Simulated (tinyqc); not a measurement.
Inside a calculation: Landau levels of a non-parabolic (Kane) conduction band at kz = 0. Values are carried at full precision from step to step, so a last printed digit may differ when a step is redone from the rounded ones.

In a field B along z: l = 1/sqrt((e/hbar) B) is the magnetic length, n_B = B/(h/e) the number of states per area in one level, hbar wc = 2 muB B/m for mass m in m0; 1/angstrom^2 = 1e16/cm^2.

Constants: e/hbar = 1.519267448e-05 1/(T angstrom^2); h/e = 413566.7697 T angstrom^2; muB = 5.788381798e-05 eV/T; e^2/h = 3.874045865e-05 S.

Parameters, chosen for this exercise (near those of GaSb; the results hold for these values, not for the real material): B = 8.4 T (magnetic field); n = 2.2 x 1e11/cm^2 (electron sheet density); Eg = 0.814 eV (gap); Dso = 0.753 eV (spin-orbit splitting); Ep = 27.2 eV (Kane energy).

## Scales set by the field

Give l, n_B and the filling factor nu = n/n_B.

l = 88.52 angstrom
n_B = 2.0311 x 1e11/cm^2
nu = 1.083

## The lowest levels

Three-level Kane model: E = (N + 1/2) 2 muB B/m(E) + s g(E) muB B, s = +/-1/2, with 1/m(E) = 1 + (Ep/3)(2/(E + Eg) + 1/(E + Eg + Dso)) and g(E) = 2 - (2 Ep/3)(1/(E + Eg) - 1/(E + Eg + Dso)); E from the band edge, solved self-consistently; remote bands are left out, and so is the confinement energy of a real sheet, which raises m and lowers |g|.

List the eight lowest, in meV, with the gap to the next.

Levels:

| label | E (meV) | gap above (meV) |
|---|---|---|
| 0+ | 11.894 | 4.041 |
| 0- | 15.935 | 22.839 |
| 1+ | 38.774 | 3.707 |
| 1- | 42.481 | 21.824 |
| 2+ | 64.305 | 3.424 |
| 2- | 67.729 | 20.950 |
| 3+ | 88.679 | 3.182 |
| 3- | 91.861 | 20.185 |

The largest of these gaps, 22.84 meV, first occurs above level 0- and is kB T at 265 K.

## Where EF lies

Each listed level takes n_B electrons. At zero temperature and without broadening EF sits in the partly filled level.

Fill the listed levels in order up to nu; give the partly filled level, its energy and its filled share.

level: 0-

EF = 15.935 meV
filled share = 0.083

## Fields of the Hall plateaus

A plateau is centred where nu = n/n_B equals 1, 2, 3, 4, 5, 6; there rho_xy = h/(nu e^2).

Plateaus:

| nu | B (T) | 1/B (1/T) | rho_xy (kohm) |
|---|---|---|---|
| 1 | 9.098 | 0.1099 | 25.8128 |
| 2 | 4.549 | 0.2198 | 12.9064 |
| 3 | 3.033 | 0.3297 | 8.6043 |
| 4 | 2.275 | 0.4396 | 6.4532 |
| 5 | 1.820 | 0.5495 | 5.1626 |
| 6 | 1.516 | 0.6595 | 4.3021 |

The order of the levels can change with B, but these counts hold wherever the levels are resolved.

## Checks

- Mean of the two lowest levels at 1e-4 T against muB B/m(0), as a ratio: both 1.0000.

Computed by tinyqc, a small Python program: `OMP_NUM_THREADS=1 python tinyqc.py 1281678 1281679 out.jsonl` (the numbers bound the seed that draws the inputs); one thread of a shared host (Intel(R) Xeon(R) Processor @ 2.30GHz), about 0.1 s for the whole set of steps.
